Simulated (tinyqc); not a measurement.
Worked calculation: averaged masses of warped heavy- and light-hole bands. Values are carried at full precision from step to step, so a last printed digit may differ when a step is redone from the rounded ones.

Constants: Ry = 13.60569312 eV; a0 (Bohr radius) = 0.5291772105 angstrom; kB = 8.617333262e-05 eV/K; hbar^2/2m0 = 3.80998211 eV angstrom^2.

Parameters, chosen for this exercise (near those of InSb; shifted at random, so the results belong to these values and not to a real crystal):
```
symbol  value  unit  meaning
g1      35.15        Luttinger gamma1
g2      15.65        gamma2
g3      16.68        gamma3
eps     17.42        dielectric constant
mso     0.105  m0    split-off mass
Dso     0.813  eV    spin-orbit splitting
T       77     K     temperature
```

## Other forms of the parameters

Dresselhaus-Kip-Kittel form E = c [A k^2 -/+ sqrt(B^2 k^4 + C^2 (kx^2 ky^2 + ky^2 kz^2 + kz^2 kx^2))] with A = g1, B = 2 g2, C^2 = 12 (g3^2 - g2^2). Spherical form: mu = (6 g3 + 4 g2)/(5 g1), delta = (g3 - g2)/g1, masses 1/(g1 (1 -/+ mu)). Effective rydberg R* = Ry/(g1 eps^2) and radius a* = a0 g1 eps.

A, B, |C|: 35.150  31.300  19.990

mu, delta: 0.9256  0.0293

spherical masses, heavy and light (m0): 0.3826  0.0148

R* = 1.28 meV
a* = 324.0 angstrom

delta/mu = 0.03 measures the warping against the spherical splitting.

## Masses along six directions

Four-band hole energies E = c k^2 f(u), c = hbar^2/2m0, f = g1 -/+ 2 sqrt(g2^2 + 3 (g3^2 - g2^2) s), s = ux^2 uy^2 + uy^2 uz^2 + uz^2 ux^2 for the unit vector u; minus for heavy, plus for light holes; the mass along u is 1/f.

Give s and both masses.

Masses (m0):
```
direction        s   heavy   light
[100]      0.00000  0.2597  0.0150
[110]      0.25000  0.4361  0.0147
[111]      0.33333  0.5587  0.0146
[210]      0.16000  0.3515  0.0148
[211]      0.25000  0.4361  0.0147
[321]      0.25000  0.4361  0.0147
```

The heavy mass grows by a factor of 2.15 from [100] to [111] while the light one shrinks by 3 %; 1/m_heavy + 1/m_light = 2 g1 in every direction.

## Density-of-states masses from three directions

m_d^(3/2) is the angular mean of m(u)^(3/2). The rule mean = (10 F[100] + 16 F[110] + 9 F[111])/35 is exact for cubic harmonics up to sixth order. Total m_d = (m_h^(3/2) + m_l^(3/2))^(2/3).

m^(3/2):
```
direction    heavy    light
[100]      0.13238  0.00185
[110]      0.28802  0.00178
[111]      0.41756  0.00176
```

m_d heavy, light (m0): 0.4248  0.0148

total = 0.4266 m0
share of light holes = 0.6 %

## Averages on a grid

Grid: n x n midpoints in cos(theta) from 0 to 1 and phi from 0 to pi/2, equal weights. m_d = <f^(-3/2)>^(2/3). Conductivity mass for one scattering time: 1/m_c = <|w|^2 f^(-5/2)>/<f^(-3/2)> with w = grad_k(k^2 f)/(2 k), that is |w|^2 = f^2 + |angular gradient of f|^2/4.

Use n = 40.

m_d heavy, light (m0): 0.4038  0.0148

m_c heavy, light (m0): 0.3388  0.0148

The three-direction rule differs from the grid by +5.19 % for heavy holes. Warping makes m_c of the heavy holes 16 % smaller than m_d; on a sphere the two are equal.

## Effective density of states

Nv = 2 (kT/(4 pi c))^(3/2) [m_h^(3/2) + m_l^(3/2) + mso^(3/2) exp(-Dso/kT)], c = hbar^2/2m0, parabolic bands, m_h and m_l the density-of-states masses from the grid; 1 angstrom^-3 = 1e24 cm^-3.

prefactor = 3.2631e+18 cm^-3

the three terms: 0.25661  0.00180  0.00000

Nv = 8.432e+17 cm^-3

shares (%): 99.3  0.7  0.0

kT/Dso = 0.01, small enough for the four-band form.

## Checks

- m_d and m_c of heavy holes for g2 = g3 against 1/(g1 - 2 g3): they agree to 1e-10 or better.
- m_d of heavy holes on grids of 40 and 160: both 0.4038.

Program tinyqc; command `OMP_NUM_THREADS=1 python tinyqc.py 1050197 1050198 out.jsonl`; about 0.02 s on one thread of a shared Intel(R) Xeon(R) Processor @ 2.30GHz.
